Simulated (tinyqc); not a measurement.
## CMOS inverter, nodal equation and switching: effect of the slope factor

An n-channel pull-down (bn, VTn) and a p-channel pull-up (bp, VTp) share the input Vin and the output node Vout, which carries the load C. Transistor (EKV form, voltages against the body): I = 2 n b Vt^2 [F(vp - Vs) - F(vp - Vd)] from drain to source, F(v) = ln^2(1 + exp(v/(2 Vt))), vp = (Vg - VT + sg |Vd - Vs|)/n. n-channel bodies are at 0; for the p-channel device all voltages are counted down from Vdd. b in uA/V^2 gives I in uA. Static: In = Ip. Transient: C dVout/dt = Ip - In. No velocity saturation, no gate capacitance beyond C.

VM solves In = Ip with Vin = Vout; VIL and VIH are the inputs of gain -1, NML = VIL - Vout(VIH), NMH = Vout(VIL) - VIH. For a step input the delay to Vdd/2 is tHL = C times the integral of dV/(In - Ip) from Vdd/2 to Vdd at Vin = Vdd, and tLH likewise with Ip - In from 0 to Vdd/2 at Vin = 0.

Inputs (values chosen for the exercise): temperature T = 300 K; supply voltage Vdd = 0.7 V; drain-induced barrier lowering sg = 0.05; n-channel threshold VTn = 0.25 V; p-channel threshold (magnitude) VTp = 0.29 V; gain factor of the pull-down transistor bn = 320 uA/V^2; gain factor of the pull-up transistor bp = 160 uA/V^2; load capacitance C = 0.41 fF.

Constants: q = 1.602176634e-19 C, kB = 1.380649e-23 J/K, Vt = kB T/q. Results are converted to the units shown.

Effect of the slope factor:

| n | VM (V) | gain at VM | NML (V) | NMH (V) | tHL (ps) | tLH (ps) |
|---|---|---|---|---|---|---|
| 1 | 0.3111 | -19.98 | 0.2308 | 0.3177 | 4.000 | 9.483 |
| 1.1 | 0.3102 | -19.98 | 0.2306 | 0.3183 | 4.375 | 10.40 |
| 1.2 | 0.3092 | -19.98 | 0.2300 | 0.3188 | 4.759 | 11.33 |
| 1.3 | 0.3082 | -19.98 | 0.2291 | 0.3194 | 5.148 | 12.26 |
| 1.4 | 0.3072 | -19.98 | 0.2281 | 0.3199 | 5.539 | 13.19 |
| 1.5 | 0.3062 | -19.98 | 0.2269 | 0.3204 | 5.931 | 14.13 |
| 1.6 | 0.3051 | -19.98 | 0.2256 | 0.3209 | 6.323 | 15.06 |

What does the comparison show?

As n goes from 1 to 1.6, VM falls from 0.311 to 0.305 V, the size of the gain stays near 20.0, tHL rises from 4.00 to 6.32 ps and tLH rises from 9.48 to 15.1 ps. The smaller margin is largest, 0.231 V, at n = 1 among the rows.

Program tinyqc, `OMP_NUM_THREADS=1 python tinyqc.py 2340037 2340038 out.jsonl`; Intel Xeon 2.30GHz, shared host, one thread, about 0.03 s.
